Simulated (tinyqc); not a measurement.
k.p values derived from sp3s* tight binding at Gamma, step by step. Values are carried at full precision from step to step, so a last printed digit may differ when a step is redone from the rounded ones.

At Gamma the states are two-level mixtures: s-like S+ (upper) and S- (lower) from [[Esa, Vss], [Vss, Esc]], p-like P- (valence) and P+ from [[Epa, Vxx], [Vxx, Epc]], and the bare s* levels. With real k in 1/angstrom and kz = 0, the phase sums over the four bonds are g0 = 1 - (a k/4)^2/2, g1 = i a kx/4, g3 = -(a/4)^2 kx ky to second order. Each mixture is written (anion, cation) with the anion part positive. c = hbar^2/2m0. No spin-orbit coupling.

Constants: hbar^2/2m0 = 3.80998211 eV angstrom^2.

Inputs chosen for the exercise (near a published set for AlAs, fitted to gaps, whose masses and valley positions are rough; shifted at random, so the results belong to these values and not to a real crystal): Esa = -7.521 eV (s level of the anion); Esc = -1.176 eV (s level of the cation); Epa = 0.988 eV (p level of the anion); Epc = 3.535 eV (p level of the cation); Vss = -6.653 eV (s-s); Vxx = 1.869 eV (px-px); a = 5.664 angstrom (lattice constant); Vsapc = 5.056 eV (s anion, p cation); Vscpa = 5.425 eV (s cation, p anion); Vxapc = 4.573 eV (s* anion, p cation); Vpaxc = 5.052 eV (p anion, s* cation); Exa = 7.507 eV (s* level of the anion); Exc = 6.721 eV (s* level of the cation); Vxy = 4.292 eV (px-py).

## States at Gamma

Solve the two blocks.

States:
```
state    E (eV)  anion part  cation part
S-     -11.7192     0.84570      0.53366
P-      -0.0001     0.88405     -0.46739
S+       3.0222     0.53366     -0.84570
P+       4.5231     0.46739      0.88405
```

## Linear terms and the Kane energy

<s state|dH/dkx|x state> = i P with P = (a/4)(sa pc Vsapc + sc pa Vscpa), sa, sc and pa, pc being the parts of the two states; for s* on the anion P = (a/4) pc Vxapc, on the cation (a/4) pa Vpaxc. Ep = P^2/c for S+ to P-.

Couplings:
```
pair       P (eV angstrom)  E(first) - E(second) (eV)
S+ to P-           -7.5290                     3.0223
S+ to P+            0.3412                    -1.5009
S- to P-            0.7942                   -11.7191
s*a to P-          -3.0265                     7.5071
s*c to P-           6.3242                     6.7211
```

Ep = 14.878 eV

The two terms of S+ to P- have the same sign and add: S+ and P- both change sign from anion to cation. An on-site momentum element between s and p, which real atoms have, is absent from this model.

## Electron mass

m0/m = [<S+|d2H/dkx^2|S+>/2 + sum P^2/(E(S+) - E(P))]/c over P- and P+, with the direct term -(a/4)^2 sa sc Vss.

parts of m0/m: direct -1.580, from P- 4.923, from P+ -0.020

mass = 0.3010 m0

The valence band supplies 148 % of m0/m; the direct term, which stands in for the free-electron 1, is -1.58. S+ is not the lowest valley of AlAs; this is the mass of the Gamma level.

## Valence parameters L, M, N and the Luttinger values

Direct terms d0 = -(a/4)^2 pa pc Vxx, dN = -2 (a/4)^2 pa pc Vxy for P-. F = sum P^2/(E(P-) - E(s)) over S+, S-, s*a, s*c. The y state of P- couples to the z state of P+ through Q = (a/4) Vxy (pa p'c - pc p'a), primes for P+, and H1 = Q^2/(E(P-) - E(P+)). L = d0 + F, M = d0 + H1, N = dN + F + H1; g1 = -(L + 2M)/(3c), g2 = -(L - M)/(6c), g3 = -N/(6c).

d0, dN, F, Q, H1 (eV angstrom^2; Q in eV angstrom): [1.5484, 7.1117, -25.8725, 6.0775, -8.1657]

L, M, N (eV angstrom^2): [-24.324, -6.617, -26.927]

g1, g2, g3: [3.286, 0.775, 1.178]

Along [100] the masses without spin-orbit coupling are c/|L| = 0.157 (one band) and c/|M| = 0.576 (two bands).

## Checks

- Electron mass against a finite difference of the full bands: both 0.3010.
- L and M against finite differences along [100]: largest relative difference 6.4e-06.
- Lowest curvature along [111], (L + 2M + 2N)/3, against a finite difference: -30.471 against -30.470.

Run: tinyqc, `OMP_NUM_THREADS=1 python tinyqc.py 1450411 1450412 out.jsonl`; Intel(R) Xeon(R) Processor @ 2.30GHz, one thread, shared host; about 0.01 s of CPU time with all checks.
